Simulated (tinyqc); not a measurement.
Leakage currents through a thin dielectric: one step, computed by the program tinyqc.

Electrons leave an electrode with Fermi energy E_F above its band bottom; barriers are counted from the Fermi level, and both electrodes are alike.

Problem. Fields. Field F = V/t; equivalent oxide thickness 3.9 t/k.

Inputs (values chosen for the exercise, modelled on SiO2): static permittivity k = 4; thickness t = 1.5 nm; voltage V = 0.51 V.

Stack: single layer.

Give: field F; equivalent oxide thickness.

Solution.

field F = 3.4 MV/cm

equivalent oxide thickness = 1.4625 nm
